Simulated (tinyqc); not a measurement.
Thickness series: Landau-Devonshire theory of a uniaxial ferroelectric. Computed by tinyqc, a small Python program. Command: `OMP_NUM_THREADS=1 python tinyqc.py 3017647 3017648 out.jsonl ferro walk`. One thread of a shared host (Intel(R) Xeon(R) Processor @ 2.30GHz), about 0.01 s of CPU time with the checks.

G(P) = (alpha/2) P^2 + (beta*/4) P^4 + (gamma/6) P^6 - E P per volume, SI units, one domain, P along the polar axis, which is normal to the film.

Inputs (values chosen for the exercise, modelled on barium titanate):
```
quantity                           value             unit
alpha_0                           654000      J m/(C^2 K)
Curie-Weiss temperature T0           381                K
beta                           -8.22e+08        J m^5/C^4
gamma                           1.67e+10        J m^9/C^6
temperature T                        300                K
misfit strain u_m                -0.0021                -
electrostriction Q12              -0.043          m^4/C^2
compliance s11 + s12             5.6e-12            m^2/N
film thickness d                      10               nm
screening length lambda            0.004               nm
background permittivity eps_b         20                -
series capacitance C_d               5.6  microfarad/cm^2
```

Sample: epitaxial film.

Constants: eps_0 = 8.8541878128e-12 F/m.

Method:
- alpha = alpha_0 (T - T0*), with clamping: T0* = T0 + 4 Q12 u_m/(alpha_0 (s11 + s12)), beta* = beta + 4 Q12^2/(s11 + s12).
- Ps^2 = [-beta* + sqrt(beta*^2 - 4 alpha gamma)]/(2 gamma).
- chi = 1/(eps_0 G''), G'' = alpha + 3 beta* P^2 + 5 gamma P^4 at Ps. Ps, chi and the coercive field are for perfect screening, without a depolarising field. The intrinsic coercive field is |alpha P + beta* P^3 + gamma P^5| at the P_c where G'' = 0. 1 C/m^2 = 100 microcoulomb/cm^2.
- Between shorted electrodes with screening length lambda each, the depolarising field is -k P, k = 2 lambda/(eps_0 (d + 2 lambda eps_b)), so alpha turns into alpha + k.
- The polar state is the lowest uniform state while alpha + k < 0 (beta* > 0) or < 3 beta*^2/(16 gamma) (beta* < 0); setting the equality gives the critical thickness d_c.
- Domains are left out, though they can pre-empt both the loss of P and the state at P = 0. The second and third columns are for the shorted capacitor, polar only where it is the lowest uniform state: alpha + k < 0 (beta* > 0) or < 3 beta*^2/(16 gamma) (beta* < 0). The last column is another circuit, the film in series with C_d at P = 0: 1/C = (alpha d)/(1 + alpha eps_0 eps_b) + 1/C_d, and P = 0 is locally stable while 1/C > 0; a dash marks the rest.

alpha = -1.17474e+08 J m/C^2

beta* = 4.98714e+08 J m^5/C^4

critical thickness d_c = 7.53130 nm

spontaneous polarisation Ps = 26.5063 microcoulomb/cm^2

Against thickness:
```
d (nm)  P (microcoulomb/cm^2)  depolarising field (MV/m)  C of the stack / C_d
1                       0.000                      0.000                1.0068
2                       0.000                      0.000                1.0136
3                       0.000                      0.000                1.0206
5                       0.000                      0.000                1.0348
8                      10.054                     11.133                1.0568
15                     21.401                     12.755                1.1121
30                     24.287                      7.276                1.2524
60                     25.457                      3.823                1.6753
150                    26.099                      1.570                     -
```

What follows from these numbers?

The polar state appears between 5 and 8 nm (d_c = 7.53 nm), and at 150 nm P is 98.5 % of Ps. The stack exceeds C_d wherever it is stable, up to 1.68 times: the ferroelectric held at P = 0 acts as a negative capacitance.

Extremes, crossings and ranges named in words are read from the listed rows.
